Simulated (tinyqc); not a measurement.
Three-level Kane dispersion of a narrow-gap semiconductor: sweeps and comparisons. A value that a table varies takes the place of the one given here.

Zero of energy at Gamma8, c = hbar^2/2m0, P^2 = Ep c. The free-electron term and remote bands are left out, so the heavy holes are flat at E = 0 and the other three bands obey E (E - Eg)(E + Dso) = P^2 k^2 (E + 2 Dso/3). The conduction band is the highest root; its edge is Ec = max(Eg, 0).

Degenerate electrons at T = 0: kF = (3 pi^2 n)^(1/3), 1 cm^-3 = 1e-24 angstrom^-3; EF is the highest root at kF. The momentum (cyclotron, optical) mass is m(E) = hbar^2 k/(dE/dk) = c d(k^2)/dE with d(k^2)/dE = k^2 [1/E + 1/(E - Eg) + 1/(E + Dso) - 1/(E + 2 Dso/3)]; the density of states is k d(k^2)/dE/(2 pi^2).

Edge mass m0* = Eg (Eg + Dso)/(Ep (Eg + 2 Dso/3)).
Constants: hbar^2/2m0 = 3.80998211 eV angstrom^2.

Values chosen for the exercise (a gap close to zero; not measured data): Eg = 0.059 eV (E(Gamma6) - E(Gamma8)); Dso = 1.03 eV (spin-orbit splitting); Ep = 19.4 eV (Kane energy); k = 0.033 1/angstrom (wave vector); n = 1.6e+17 cm^-3 (electron density).

## Filling the band

n from 1e15 to 1e19 cm^-3. The last column is the local power d ln(EF - Ec)/d ln n = kF^2/(1.5 (EF - Ec) d(k^2)/dE).

Results:
```
n (cm^-3)  kF (1/angstrom)  EF - Ec (meV)  parabolic (meV)   m(EF)  m(EF)/m0*  power
1.0e+15            0.00309            7.3              8.2  0.0055       1.24  0.602
1.0e+16            0.00667           26.6             38.1  0.0083       1.86  0.513
3.0e+16            0.00961           45.6             79.3  0.0110       2.47  0.470
1.0e+17            0.01436           78.3            176.9  0.0155       3.48  0.432
3.0e+17            0.02071          124.1            367.9  0.0216       4.85  0.407
1.0e+18            0.03094          200.2            821.0  0.0313       7.04  0.388
3.0e+18            0.04462          304.8           1707.7  0.0440       9.90  0.377
1.0e+19            0.06665          477.7           3810.7  0.0639      14.39  0.369
```

The power falls from 0.602 to 0.369: 2/3 marks a parabola, 1/3 a linear band. The parabola errs by more than 10 % even in the first row. The mass has doubled by n = 3.0e+16 cm^-3 and ends at 14.4 times its edge value.

## Closing and inverting the gap

Eg is varied at fixed k, Dso and Ep. Edge mass: Eg (Eg + Dso)/(Ep (Eg + 2 Dso/3)) for Eg > 0, 3 |Eg|/(2 Ep) for Eg < 0. The Gamma6 weight of the conduction state is 1/(1 + P^2 k^2 [(2/3)/E^2 + (1/3)/(E + Dso)^2]).

Results:
```
Eg (eV)      m0*  highest root (eV)  middle (eV)  lowest (eV)  E - Ec (meV)  Gamma6 weight
-0.400   0.03093             0.1103      -0.4672      -1.0731         110.3          0.184
-0.200   0.01546             0.1593      -0.3263      -1.0630         159.3          0.319
-0.080   0.00619             0.2043      -0.2554      -1.0589         204.3          0.434
-0.020   0.00155             0.2323      -0.2251      -1.0572         232.3          0.497
0.020    0.00153             0.2530      -0.2068      -1.0562         233.0          0.539
0.080    0.00597             0.2872      -0.1825      -1.0548         207.2          0.600
0.200    0.01430             0.3659      -0.1435      -1.0523         165.9          0.707
0.400    0.02713             0.5204      -0.1012      -1.0492         120.4          0.827
```

The edge mass vanishes with |Eg| from both sides, yet the kinetic energy at this k stays finite, at most 233.0 meV in the table; at Eg = 0 the two-level form, without the split-off band, gives the linear value sqrt(2/3) P k = 231.6 meV. The Gamma6 weight of the conduction state goes smoothly from 0.18 to 0.83 and is 0.50 and 0.54 in the two rows next to Eg = 0: at finite k nothing jumps at the inversion.

## What each parameter does

Edge mass, EF - Ec and m(EF). Each row changes one parameter from the base and keeps the others.

Results:
```
case               m0* (m0)  EF - Ec (meV)  m(EF) (m0)
base                0.00444          95.71     0.01781
n = 3.2e+17 cm^-3   0.00444         127.42     0.02199
Eg = 0.0501 eV      0.00379          99.07     0.01768
Dso = 1.1845 eV     0.00446          95.28     0.01791
Ep = 16.49 eV       0.00523          86.32     0.01947
```

The largest shifts from the base row, up to three for each result and ties (the steps differ in size, so this ranks the rows, not the parameters). m0* (m0): Ep +0.00078, Eg -0.00066, Dso +0.00001; unchanged at the printed digits by n. EF - Ec (meV): n +31.71, Ep -9.38, Eg +3.36. m(EF) (m0): n +0.00418, Ep +0.00166, Eg -0.00013.

Computed by tinyqc, a small Python program: `OMP_NUM_THREADS=1 python tinyqc.py 1080494 1080495 out.jsonl` (the numbers bound the seed that draws the inputs); one thread of a shared host (Intel(R) Xeon(R) Processor @ 2.30GHz), about 0.01 s for the whole set of steps.
